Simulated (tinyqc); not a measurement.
Nanowire ballistic transistor, top-of-the-barrier model: one step of the calculation.

At the top of the source barrier, states moving towards the drain are filled by the source (Fermi level 0) and states moving back by the drain (Fermi level -q Vd); nothing scatters. U is the shift of the band edge there, set by the capacitances CG, CD and CS (the total) and by the charge. Parabolic one-dimensional subband; the source is grounded.

Task. Density of states, capacitances and charge at zero bias. N0 = gv sqrt(2 m kB T/pi)/hbar, CG = 2 pi eps0 eox/ln(1 + 2 tox/d), CS = CG/aG, n0 = n at U = 0 and Vd = 0. eta1 = -(E0 + U)/Vt, eta2 = eta1 - Vd/Vt, n = (N0/2)[F_(-1/2)(eta1) + F_(-1/2)(eta2)], F_(-1/2)(x) = (1/sqrt(pi)) int_0^infinity u^(-1/2)/(1 + exp(u - x)) du. UL = -(aG Vg + aD Vd).

Inputs (values chosen for the exercise); mass and valleys close to those of a monolayer dichalcogenide:
- T = 77 K (temperature)
- m = 0.507 m0 (effective mass)
- gv = 2 (valley degeneracy)
- eox = 16 (relative permittivity of the gate insulator)
- tox = 3.2 nm (insulator thickness)
- d = 3 nm (wire diameter)
- aG = 0.79 (gate control CG/CS)
- aD = 0.019 (drain control CD/CS)
- E0 = 0.22 eV (band edge at the barrier top above the source Fermi level at zero bias)
- Vg = 0.8 V (gate voltage)
- Vd = 0.2 V (drain voltage)

Constants: q = 1.602176634e-19 C, kB = 1.380649e-23 J/K, hbar = 1.054571817e-34 J s, m0 = 9.1093837015e-31 kg, Vt = kB T/q, eps0 = 8.8541878128e-14 F/cm where lengths are in cm. Results are converted to the units shown.

Wanted: N0; CG; CS; n0; UL.

Result.

N0 = 3.353e6 cm^-1
CG = 7.794 pF/cm
CS = 9.865 pF/cm
n0 = 1.337e-8 cm^-1
UL = -0.6358 eV

Program tinyqc, `OMP_NUM_THREADS=1 python tinyqc.py 2400065 2400066 out.jsonl`; Intel Xeon 2.30GHz, shared host, one thread, about 0.04 s.
